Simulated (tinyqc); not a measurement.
CCSD on RHF in the sto-3g basis, for H4, spin multiplicity 1, step by step. One step of it, computed by the program tinyqc.

Problem. Iteration 1: building the Fock matrix. J_ij = sum D_kl (ij|kl), K_ij = sum D_kl (ik|jl); F = H + J - 0.5 K; E = tr D H + tr D J / 2 - 0.25 tr D K + E_nn.

D at the start, lower triangle:
```
           1H 1s      2H 1s     3H 1s     4H 1s
1H 1s   0.633959
2H 1s   0.633959   0.633959
3H 1s  -0.147551  -0.147551  0.633959
4H 1s  -0.147551  -0.147551  0.633959  0.633959
```

core Hamiltonian H = T + V (hartree), lower triangle:
```
           1H 1s      2H 1s      3H 1s      4H 1s
1H 1s  -1.753693
2H 1s  -1.397332  -1.753693
3H 1s  -0.472961  -0.389609  -1.753693
4H 1s  -0.389609  -0.472961  -1.397332  -1.753693
```

Two-electron integrals (ij|kl) in chemists' order, unique and non-zero (hartree):
```
(11|11) 0.774606   (21|11) 0.451454   (21|21) 0.305615   (22|11) 0.574517
(22|21) 0.451454   (22|22) 0.774606   (31|11) 0.112572   (31|21) 0.069788
(31|22) 0.094421   (31|31) 0.026045   (32|11) 0.081701   (32|21) 0.056505
(32|22) 0.085182   (32|31) 0.019370   (32|32) 0.015739   (33|11) 0.323091
(33|21) 0.209607   (33|22) 0.296256   (33|31) 0.112572   (33|32) 0.085182
(33|33) 0.774606   (41|11) 0.085182   (41|21) 0.056505   (41|22) 0.081701
(41|31) 0.019370   (41|32) 0.015585   (41|33) 0.081701   (41|41) 0.015739
(42|11) 0.094421   (42|21) 0.069788   (42|22) 0.112572   (42|31) 0.022063
(42|32) 0.019370   (42|33) 0.094421   (42|41) 0.019370   (42|42) 0.026045
(43|11) 0.209607   (43|21) 0.142095   (43|22) 0.209607   (43|31) 0.069788
(43|32) 0.056505   (43|33) 0.451454   (43|41) 0.056505   (43|42) 0.069788
(43|43) 0.305615   (44|11) 0.296256   (44|21) 0.209607   (44|22) 0.323091
(44|31) 0.094421   (44|32) 0.081701   (44|33) 0.574517   (44|41) 0.085182
(44|42) 0.112572   (44|43) 0.451454   (44|44) 0.774606
```

nuclear repulsion = 2.70583289 hartree

Give: Coulomb J; exchange K; Fock matrix F; total energy of this density.

Solution.

Coulomb J (hartree), lower triangle:
```
        1H 1s   2H 1s   3H 1s   4H 1s
1H 1s  1.9758
2H 1s  1.3313  1.9758
3H 1s  0.4138  0.3342  1.9758
4H 1s  0.3342  0.4138  1.3313  1.9758
```

exchange K (hartree), lower triangle:
```
        1H 1s   2H 1s   3H 1s   4H 1s
1H 1s  1.2126
2H 1s  1.0896  1.2126
3H 1s  0.2641  0.2500  1.2126
4H 1s  0.2500  0.2641  1.0896  1.2126
```

Fock matrix F (hartree), lower triangle:
```
         1H 1s    2H 1s    3H 1s    4H 1s
1H 1s  -0.3842
2H 1s  -0.6108  -0.3842
3H 1s  -0.1912  -0.1804  -0.3842
4H 1s  -0.1804  -0.1912  -0.6108  -0.3842
```

total energy of this density = -2.186856 hartree
